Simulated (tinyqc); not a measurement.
Geometry optimisation on the RHF/sto-3g surface (energies and gradients from PySCF), for H3+, spin multiplicity 1, step by step. Computed by tinyqc, a small Python program that keeps every step (integrals from PySCF). Settings: charge = 1, multiplicity = 1, basis = sto-3g, optimiser = sd, first Hessian = 0.6, largest step = 0.5, iteration cap = 30. Command: `OMP_NUM_THREADS=1 python tinyqc.py 21690 21691 out.jsonl` (the two numbers bound the seeds that draw the settings). One thread of a shared host (Intel(R) Xeon(R) Processor @ 2.60GHz), about 1 s of CPU time with the checks.

positions at the start (bohr):
```
            x          y          z
1H   0.017008  -0.109604   0.018897
2H  -0.043464  -0.086927   1.725320
3H  -0.020787   0.035905  -1.757445
```

Stop when the largest gradient component is below 3e-5 hartree/bohr.

Course of the optimisation:
```
step  E (hartree)  largest gradient (hartree/bohr)
1     -1.20121796                         3.39e-02
2     -1.20388006                         2.26e-02
3     -1.20503817                         1.37e-02
4     -1.20548124                         7.88e-03
5     -1.20564568                         4.52e-03
6     -1.20571515                         2.65e-03
7     -1.20575640                         2.84e-03
8     -1.20579201                         3.11e-03
9     -1.20582954                         3.38e-03
10    -1.20587183                         3.65e-03
11    -1.20592032                         3.93e-03
12    -1.20597618                         4.22e-03
13    -1.20604057                         4.53e-03
14    -1.20611479                         4.86e-03
15    -1.20620031                         5.21e-03
16    -1.20629881                         5.57e-03
17    -1.20641221                         5.96e-03
18    -1.20654271                         6.37e-03
19    -1.20669280                         6.81e-03
20    -1.20686531                         7.27e-03
21    -1.20706345                         7.75e-03
22    -1.20729087                         8.25e-03
23    -1.20755164                         8.77e-03
24    -1.20785039                         9.32e-03
25    -1.20819227                         9.88e-03
26    -1.20858305                         1.05e-02
27    -1.20902914                         1.10e-02
28    -1.20953766                         1.16e-02
29    -1.21011645                         1.22e-02
30    -1.21077410                         1.28e-02
```

Can the last value be used, and what does the course show?

Not by the stop rule. Not converged within 30 steps: the energy falls at every step, but slowly. Reruns: method bfgs, first Hessian 0.6, largest step 0.3: converged in 19 (E = -1.24686).
